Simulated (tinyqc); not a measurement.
Worked calculation: Pariser-Parr-Pople SCF with singles CI, for the molecule O=Cc1c[cH-]cn1 (SMILES; centres numbered as the heavy atoms are written). Computed by tinyqc, a small Python program that keeps every step. Settings: charge = -1, gamma = Ohno, start = huckel, damping = 0.5, iteration cap = 56, excitations kept = 4. Command: `OMP_NUM_THREADS=1 python tinyqc.py 22093 22094 out.jsonl` (the two numbers bound the seeds that draw the settings). One thread of a shared host (Intel(R) Xeon(R) Processor @ 2.60GHz), about 0.01 s of CPU time with the checks. Later iterations appear only in the table of the cycle.

## PPP integrals

Centres (angstrom, eV; a flat drawing with bonds scaled to 1.40 angstrom):
```
centre,x,y,core charge z,W,gamma_rr
1O,-2.628000,0.423000,1,17.700000,15.200000
2C,-1.659000,-0.587000,1,11.160000,11.130000
3C,-0.299000,-0.252000,1,11.160000,11.130000
4C,0.771000,-1.155000,1,11.160000,11.130000
5C,1.960000,-0.417000,1,11.160000,11.130000
6C,1.626000,0.943000,1,11.160000,11.130000
7N,0.229000,1.044000,1,14.100000,12.300000
```

Resonance integrals (eV):
```
i,j,beta
1,2,-2.260000
2,3,-2.150000
3,4,-2.150000
4,5,-2.150000
5,6,-2.150000
6,7,-2.260000
7,3,-2.260000
```

Ohno: gamma = 14.399645/sqrt(R^2 + a^2), a = 2 x 14.399645/(gamma_rr + gamma_ss); H_rr = -W_r - sum_(s != r) z_s gamma_rs; H_rs = beta for bonds.

repulsion gamma_rs (eV):
```
,1O,2C,3C,4C,5C,6C,7N
1O,15.200000,8.106309,5.413161,3.688624,3.005691,3.255600,4.636655
2C,8.106309,11.130000,7.551966,5.122722,3.743022,3.742256,5.177335
3C,5.413161,7.551966,11.130000,7.553541,5.520330,5.518974,7.730979
4C,3.688624,5.122722,7.553541,11.130000,7.555562,5.519388,5.588059
5C,3.005691,3.743022,5.520330,7.555562,11.130000,7.552661,5.587421
6C,3.255600,3.742256,5.518974,5.519388,7.552661,11.130000,7.727182
7N,4.636655,5.177335,7.730979,5.588059,5.587421,7.727182,12.300000
```

core matrix H (eV):
```
,1O,2C,3C,4C,5C,6C,7N
1O,-45.806039,-2.260000,0.000000,0.000000,0.000000,0.000000,0.000000
2C,-2.260000,-44.603610,-2.150000,0.000000,0.000000,0.000000,0.000000
3C,0.000000,-2.150000,-50.448951,-2.150000,0.000000,0.000000,-2.260000
4C,0.000000,0.000000,-2.150000,-46.187896,-2.150000,0.000000,0.000000
5C,0.000000,0.000000,0.000000,-2.150000,-44.124687,-2.150000,0.000000
6C,0.000000,0.000000,0.000000,0.000000,-2.150000,-44.476061,-2.260000
7N,0.000000,0.000000,-2.260000,0.000000,0.000000,-2.260000,-50.547632
```

## Starting guess

pi electrons, sum of z_r less the charge = 8

Orbitals of the Hueckel matrix of the beta values.

P at the start:
```
,1O,2C,3C,4C,5C,6C,7N
1O,1.112422,0.903689,-0.133693,-0.230309,0.156815,0.153351,-0.227339
2C,0.903689,0.985236,0.413266,0.021996,-0.073212,-0.078156,0.019658
3C,-0.133693,0.413266,1.168429,0.582146,-0.220998,-0.213746,0.591225
4C,-0.230309,0.021996,0.582146,1.192052,0.673535,-0.229593,-0.253640
5C,0.156815,-0.073212,-0.220998,0.673535,1.183457,0.620664,-0.220634
6C,0.153351,-0.078156,-0.213746,-0.229593,0.620664,1.181128,0.673754
7N,-0.227339,0.019658,0.591225,-0.253640,-0.220634,0.673754,1.177277
```

## Iteration 1: Fock matrix

F_rr = H_rr + P_rr gamma_rr / 2 + sum_(s != r) P_ss gamma_rs; F_rs = H_rs - P_rs gamma_rs / 2; E = tr P (H + F) / 2 + core repulsion sum_(r<s) z_r z_s gamma_rs.

F (eV):
```
,1O,2C,3C,4C,5C,6C,7N
1O,-5.782071,-5.922792,0.361852,0.424762,-0.235669,-0.249625,0.527046
2C,-5.922792,-0.227706,-3.710486,-0.056341,0.137018,0.146241,-0.050888
3C,0.361852,-3.710486,0.672943,-4.348633,0.609992,0.589829,-4.545374
4C,0.424762,-0.056341,-4.348633,0.461521,-4.694468,0.633606,0.708678
5C,-0.235669,0.137018,0.609992,-4.694468,0.447940,-4.493832,0.616387
6C,-0.249625,0.146241,0.589829,0.633606,-4.493832,0.468728,-4.863109
7N,0.527046,-0.050888,-4.545374,0.708678,0.616387,-4.863109,-1.614948
```

pi energy = -102.597083 eV

## Iteration 1: orbitals and new P

Diagonalise F (the basis is taken as orthonormal) and form P = 2 sum c c over the lowest orbitals; 0.5 of the old P is kept.

orbital energies (eV): -9.932971  -8.049863  -4.367204  -3.760817  3.816273  8.005127  8.715862

P after iteration 1:
```
,1O,2C,3C,4C,5C,6C,7N
1O,1.306475,0.845491,-0.149703,-0.211748,0.137373,0.154752,-0.195172
2C,0.845491,0.847481,0.438780,0.085760,-0.104524,-0.122483,0.063933
3C,-0.149703,0.438780,1.138217,0.584555,-0.203980,-0.234577,0.569744
4C,-0.211748,0.085760,0.584555,1.160816,0.680502,-0.197088,-0.267624
5C,0.137373,-0.104524,-0.203980,0.680502,1.171944,0.624078,-0.211049
6C,0.154752,-0.122483,-0.234577,-0.197088,0.624078,1.137752,0.673335
7N,-0.195172,0.063933,0.569744,-0.267624,-0.211049,0.673335,1.237316
```

## Iteration 2: Fock matrix

As before.

F (eV):
```
,1O,2C,3C,4C,5C,6C,7N
1O,-5.600155,-5.686905,0.405183,0.390530,-0.206450,-0.251905,0.452472
2C,-5.686905,0.295989,-3.806826,-0.219662,0.195618,0.229181,-0.165501
3C,0.405183,-3.806826,0.440204,-4.357728,0.563017,0.647311,-4.462341
4C,0.390530,-0.219662,-4.357728,0.078698,-4.720788,0.543904,0.747750
5C,-0.206450,0.195618,0.563017,-4.720788,0.056590,-4.506725,0.589610
6C,-0.251905,0.229181,0.647311,0.543904,-4.506725,0.381421,-4.861492
7N,0.452472,-0.165501,-4.462341,0.747750,0.589610,-4.861492,-1.866774
```

pi energy = -103.281460 eV

## Iteration 2: orbitals and new P

As before.

orbital energies (eV): -9.576658  -8.172140  -4.706592  -4.009458  4.040499  7.757171  8.453150

P after iteration 2:
```
,1O,2C,3C,4C,5C,6C,7N
1O,1.422698,0.806454,-0.157277,-0.199430,0.124886,0.152350,-0.173956
2C,0.806454,0.762448,0.453635,0.123972,-0.121734,-0.146824,0.088135
3C,-0.157277,0.453635,1.123333,0.586619,-0.197662,-0.245948,0.555152
4C,-0.199430,0.123972,0.586619,1.143733,0.682892,-0.177169,-0.276779
5C,0.124886,-0.121734,-0.197662,0.682892,1.168164,0.626966,-0.203119
6C,0.152350,-0.146824,-0.245948,-0.177169,0.626966,1.105427,0.674016
7N,-0.173956,0.088135,0.555152,-0.276779,-0.203119,0.674016,1.274197
```

## Iteration 3: Fock matrix

As before.

F (eV):
```
,1O,2C,3C,4C,5C,6C,7N
1O,-5.495334,-5.528682,0.425683,0.367812,-0.187684,-0.247996,0.403288
2C,-5.528682,0.620840,-3.862919,-0.317537,0.227827,0.274727,-0.228152
3C,0.425683,-3.862919,0.301171,-4.365525,0.545580,0.678689,-4.405936
4C,0.367812,-0.317537,-4.365525,-0.136568,-4.729816,0.488933,0.773330
5C,-0.187684,0.227827,0.545580,-4.729816,-0.182698,-4.517631,0.567457
6C,-0.247996,0.274727,0.678689,0.488933,-4.517631,0.341704,-4.864124
7N,0.403288,-0.228152,-4.405936,0.773330,0.567457,-4.864124,-2.022739
```

pi energy = -103.687940 eV

## Iteration 3: orbitals and new P

As before.

orbital energies (eV): -9.419292  -8.185798  -4.896762  -4.154246  4.162365  7.597892  8.322215

P after iteration 3:
```
,1O,2C,3C,4C,5C,6C,7N
1O,1.493192,0.780021,-0.160579,-0.191158,0.116756,0.148721,-0.159797
2C,0.780021,0.709123,0.462263,0.147197,-0.131177,-0.159987,0.101282
3C,-0.160579,0.462263,1.116509,0.588508,-0.196324,-0.251982,0.545070
4C,-0.191158,0.147197,0.588508,1.134054,0.683060,-0.164810,-0.282809
5C,0.116756,-0.131177,-0.196324,0.683060,1.168286,0.629215,-0.197081
6C,0.148721,-0.159987,-0.251982,-0.164810,0.629215,1.081657,0.675038
7N,-0.159797,0.101282,0.545070,-0.282809,-0.197081,0.675038,1.297179
```

## Convergence

Stop when output and input P, before any damping, agree to 1e-7.

Course of the cycle:
```
iteration,E (eV),largest |P(out) - P(in)|
1,-102.59708342,3.88e-01
2,-103.28145976,2.32e-01
3,-103.68793952,1.41e-01
4,-103.91825715,8.67e-02
5,-104.04528546,5.41e-02
6,-104.11418595,3.42e-02
7,-104.15115594,2.19e-02
8,-104.17085258,1.42e-02
9,-104.18129877,9.28e-03
10,-104.18682435,6.12e-03
11,-104.18974393,4.06e-03
...,...,...
44,-104.19303856,1.05e-06
45,-104.19303856,8.26e-07
46,-104.19303856,6.51e-07
47,-104.19303856,5.13e-07
48,-104.19303856,4.04e-07
49,-104.19303856,3.18e-07
50,-104.19303856,2.51e-07
51,-104.19303856,1.98e-07
52,-104.19303856,1.56e-07
53,-104.19303856,1.23e-07
54,-104.19303856,9.66e-08
```

Converged in 54 iterations.

## Converged orbitals

Charges are z - P_rr.

orbital energies (eV): -9.288063  -8.026447  -5.155807  -4.378916  4.318015  7.337217  8.156643

coefficients:
```
,MO1,MO2,MO3,MO4,MO5,MO6,MO7
1O,0.450540,0.695869,-0.044572,-0.342210,-0.405560,0.013187,0.170393
2C,0.404065,0.339298,0.019377,0.161866,0.704503,-0.037657,-0.444173
3C,0.453075,-0.119675,0.087491,0.576169,0.079899,0.039970,0.657870
4C,0.318313,-0.216254,-0.558441,0.309806,-0.386842,0.332452,-0.428841
5C,0.264186,-0.315495,-0.536436,-0.370907,0.176850,-0.587197,0.171046
6C,0.287077,-0.347452,0.125828,-0.537782,0.236400,0.648267,0.125247
7N,0.418254,-0.345393,0.611989,-0.044267,-0.309847,-0.348190,-0.334717
```

pi charges: 1O -0.612628, 2C 0.390065, 3C -0.118450, 4C -0.111849, 5C -0.189335, 6C -0.016357, 7N -0.341447

## Singles CI, singlets

Over the 4 single excitations with the smallest orbital gaps: A = (e_a - e_i) delta + 2 (ia|jb) - (ij|ab), with (pq|rs) = sum c_mp c_mq gamma_mn c_nr c_ns. f = 2/3 w |mu|^2 in atomic units, mu = sqrt2 sum c_ia sum_m c_mi c_ma R_m.

singlet CI matrix (eV):
```
,4>5,3>5,4>6,2>5
4>5,4.320895,0.036646,-0.024485,0.279801
3>5,0.036646,4.722905,0.504845,0.231849
4>6,-0.024485,0.504845,6.367739,0.100541
2>5,0.279801,0.231849,0.100541,7.209329
```

singlet excitation energies (eV): 4.291761  4.567327  6.478749  7.283030

oscillator strengths: 0.751034  0.053206  0.331608  0.235668

## Singles CI, triplets

Over the 4 single excitations with the smallest orbital gaps: A = (e_a - e_i) delta - (ij|ab), with (pq|rs) = sum c_mp c_mq gamma_mn c_nr c_ns.

triplet CI matrix (eV):
```
,4>5,3>5,4>6,2>5
4>5,2.562576,0.057464,-0.092240,0.720142
3>5,0.057464,3.832874,0.034850,0.208196
4>6,-0.092240,0.034850,4.807157,-0.206250
2>5,0.720142,0.208196,-0.206250,5.412584
```

triplet excitation energies (eV): 2.390163  3.802890  4.757063  5.665074
